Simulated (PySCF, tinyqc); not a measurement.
CIS on RHF in the sto-6g basis, for H4, spin multiplicity 1, step by step. The lowest restricted solution is unstable here: a spin-polarised one lies 0.0650 hartree lower (PySCF). One step of it, computed by the program tinyqc.

Task: CIS matrix, triplets. A(ia,jb) = (e_a - e_i) d_ij d_ab - (ij|ab).

orbital energies (hartree): MO1 -0.599331, MO2 -0.297316, MO3 0.153456, MO4 0.758713

Two-electron integrals over orbitals (pq|rs), unique and non-zero (hartree):
```
p,q,r,s,(pq|rs)
1,1,1,1,0.522166
2,1,2,1,0.116038
2,2,1,1,0.390239
2,2,2,2,0.431949
3,1,1,1,-0.104561
3,1,2,2,0.025309
3,1,3,1,0.097977
3,2,2,1,0.108308
3,2,3,2,0.182691
3,3,1,1,0.405012
3,3,2,2,0.431316
3,3,3,1,0.012154
3,3,3,3,0.445377
4,1,2,1,0.054987
4,1,3,2,-0.032193
4,1,4,1,0.115384
4,2,1,1,0.098192
4,2,2,2,-0.018349
4,2,3,1,-0.087455
4,2,3,3,-0.019518
4,2,4,2,0.092773
4,3,2,1,-0.112658
4,3,3,2,-0.111581
4,3,4,1,-0.053872
4,3,4,3,0.123028
4,4,1,1,0.544348
4,4,2,2,0.416864
4,4,3,1,-0.105639
4,4,3,3,0.432041
4,4,4,2,0.106502
4,4,4,4,0.598587
```

Give: CIS matrix A, triplet.

Result:

CIS matrix A, triplet (hartree), lower triangle:
```
,1>3,1>4,2>3,2>4
1>3,0.3478
1>4,0.0000,0.8137
2>3,0.0000,0.1127,0.0195
2>4,0.1127,0.0000,0.0000,0.6392
```
